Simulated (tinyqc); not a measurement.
Changing the channel length L: stress in a transistor channel from embedded alloy regions, liners and fins, by half-space elasticity. Computed by tinyqc, a small Python program. Command: `OMP_NUM_THREADS=1 python tinyqc.py 3010652 3010653 out.jsonl stressor sweep`. One thread of a shared host (Intel(R) Xeon(R) Processor @ 2.30GHz), about 0.04 s of CPU time with the checks.

Plane strain in an isotropic half-space, the same constants everywhere; x along the channel from its centre, y downwards from the free surface; stress is positive in tension.

Inputs (values chosen for the exercise, modelled on silicon):

| quantity | value | unit |
|---|---|---|
| alloy fraction x | 0.22 | - |
| lattice change per unit x, beta | 0.0425 | - |
| Young's modulus E | 163 | GPa |
| Poisson ratio nu | 0.22 | - |
| length of each stressor S | 120 | nm |
| recess depth d | 80 | nm |
| depth of the field point y | 2.3 | nm |
| liner stress | -1.2 | GPa |
| liner thickness t | 20 | nm |
| longitudinal piezoresistance coefficient | 71.4 | 1e-11/Pa |
| vertical piezoresistance coefficient | -0.93 | 1e-11/Pa |

Stressor: Si(1-x)Ge(x) source and drain.

Method:
- Misfit e = beta x. A fully constrained inclusion holds the stress -p with p = E e/(1 - 2 nu); a blanket film would hold -E e/(1 - nu) in the plane.
- A line element dA of misfit at (a, c) in the half-space gives, with C = E e/(2 pi (1 - nu)), X = x - a, r1^2 = X^2 + (y - c)^2, r2^2 = X^2 + Y^2, Y = y + c: s_xx = -C dA {[X^2 - (y - c)^2]/r1^4 + 3 [X^2 - Y^2]/r2^4 + 4 y Y (Y^2 - 3 X^2)/r2^6}, s_yy = C dA {[X^2 - (y - c)^2]/r1^4 - [X^2 - Y^2]/r2^4 + 4 y Y (Y^2 - 3 X^2)/r2^6}. These are integrated over two rectangles, L/2 < |a| < L/2 + S, 0 < c < d (closed form in a, 200 Gauss-Legendre points in c).
- The liner over source and drain ends at the gate, x = -/+ L/2, and pulls there with the force per width F = (liner stress) t along the surface. A tangential line force gives s_xx = (2 F/pi) X^3/(X^2 + y^2)^2 at the distance X; two of them add at the centre, X = L/2. For L > 3.5 y the concentrated force is an upper bound.
- d mu/mu = -(pi_L s_xx + pi_z s_yy) for the embedded regions alone; the stress across the width is left out.

One run for each value:

| channel length L (nm) | s_xx (MPa) | s_xx from the liner (MPa) | mobility change (%) |
|---|---|---|---|
| 12 | -1461.8 | -3871.6 | 104.41 |
| 21 | -1708.0 | -2649.9 | 121.96 |
| 36 | -1761.1 | -1643.5 | 125.75 |
| 63 | -1616.8 | -959.8 | 115.44 |
| 110 | -1276.9 | -553.7 | 91.17 |
| 330 | -437.0 | -185.1 | 31.20 |
| 580 | -189.3 | -105.4 | 13.52 |
| 1000 | -75.3 | -61.1 | 5.38 |

Give the missing row, channel length L (nm) = 190.

Computed row:
```
channel length L (nm)  s_xx (MPa)  s_xx from the liner (MPa)  mobility change (%)
190                        -832.6                     -321.3                59.45
```

Interpolating between the two neighbouring rows (the first column on a logarithmic scale, the others too where they are positive) misses most in s_xx from the liner (MPa), by 15 %. Over the rows, s_xx (MPa) goes from -1460 through a minimum among these rows, -1760 at 36.0, to -75.3; s_xx from the liner (MPa) rises from -3870 to -61.1 (exponent d ln y / d ln x -0.68 between the first rows and -1.00 between the last); mobility change (%) goes from 104 through a maximum among these rows, 126 at 36.0, to 5.38. At the high end the exponent of s_xx from the liner is -1.00, close to -1: the field of a line force.

Caution (rows 12.0, 21.0, 36.0, 63.0): the real force is spread over several liner thicknesses, so for a channel this short the concentrated force clearly overstates the stress. Caution (rows 12.0, 21.0, 36.0, 63.0, 110, 190): beyond a few hundred MPa bulk piezoresistance coefficients no longer describe an inversion layer well.

Extremes, crossings and ranges named in words are read from the listed rows.
